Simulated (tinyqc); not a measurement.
# Changing the adsorption energy of A, E_A

Model: microkinetic model of a Langmuir-Hinshelwood surface reaction A + (1/2) B2 = AB with Bronsted-Evans-Polanyi barriers. Computed by tinyqc, a small Python program. Command: `OMP_NUM_THREADS=1 python tinyqc.py 3018462 3018463 out.jsonl microkin sweep`. One thread of a shared host (Intel(R) Xeon(R) Processor @ 2.30GHz), about 0.01 s of CPU time with the checks.

A adsorbs in equilibrium; B2 dissociates irreversibly on two free sites; adsorbed A and B react irreversibly and AB leaves at once. theta_A + theta_B + theta_* = 1.

Inputs (values chosen for the exercise, for a model catalyst):
```
quantity,value,unit
"adsorption energy per B atom, E_B",-1.24,eV
"entropy loss of A, S_A",1.4,meV/K
"entropy loss of B2, S_B",1.3,meV/K
slope a1 of the dissociation barrier,0.62,-
intercept b1,1,eV
slope a2 of the reaction barrier,0.26,-
intercept b2,0.39,eV
pressure p_A,0.14,bar
pressure p_B,0.65,bar
temperature T,850,K
```

Constants: k_B = 8.617333262e-05 eV/K; hbar = 6.582119569e-16 eV s.

Method. K_A = exp(-(E_A + T S_A)/(k_B T)) per bar; barriers E1 = max(b1 + a1 2 E_B, 0), E2 = b2 - a2 (E_A + E_B); k1 = (k_B T/h) exp(-S_B/k_B) exp(-E1/(k_B T)) per bar, k2 = (k_B T/h) exp(-E2/(k_B T)), h = 2 pi hbar. theta_A = K_A p_A theta_*; 2 k1 p_B theta_*^2 = k2 theta_A theta_B, so theta_B = w theta_* with w = 2 k1 p_B/(k2 K_A p_A); theta_* = 1/(1 + K_A p_A + w); rate r = k2 theta_A theta_B.

One run for each value:
```
"adsorption energy of A, E_A (eV)",rate r (1/s per site),theta_A,theta_B,theta_*
-2.0,8.183e-02,9.999e-01,9.371e-08,1.125e-04
-1.8,1.919e+01,9.983e-01,1.082e-05,1.723e-03
-1.6,4.291e+03,9.730e-01,1.221e-03,2.577e-02
-1.4,4.431e+05,6.446e-01,9.357e-02,2.618e-01
-1.0,1.419e+04,4.902e-04,9.527e-01,4.686e-02
-0.8,2.713e+02,4.418e-06,9.935e-01,6.479e-03
-0.6,4.824e+00,3.840e-08,9.991e-01,8.639e-04
-0.4,8.492e-02,3.322e-10,9.999e-01,1.146e-04
```

Give the missing row, adsorption energy of A, E_A (eV) = -1.2.

Computed row:
```
adsorption energy of A, E_A (eV)  rate r (1/s per site)    theta_A    theta_B    theta_*
-1.2                                          4.347e+05  4.162e-02  6.990e-01  2.593e-01
```

Interpolating between the two neighbouring rows (linearly) misses most in theta_A, by a factor of 7.7. Over the rows, rate r (1/s per site) goes from 0.0818 through a maximum among these rows, 443000 at -1.40, to 0.0849; theta_A falls from 1.000 to 3.32e-10; theta_B rises from 9.37e-8 to 1.000. Strongly bound A blocks the pairs of sites that B2 needs; weakly bound A leaves B without a partner, and B fills the surface.

Caution (all rows): the linear relation gives a negative E1, which is set to zero: dissociation is not activated. Caution (rows -0.400): B is close to or above its equilibrium coverage with B2 gas, so leaving out the desorption of B2 is not justified.

Extremes, crossings and ranges named in words are read from the listed rows.
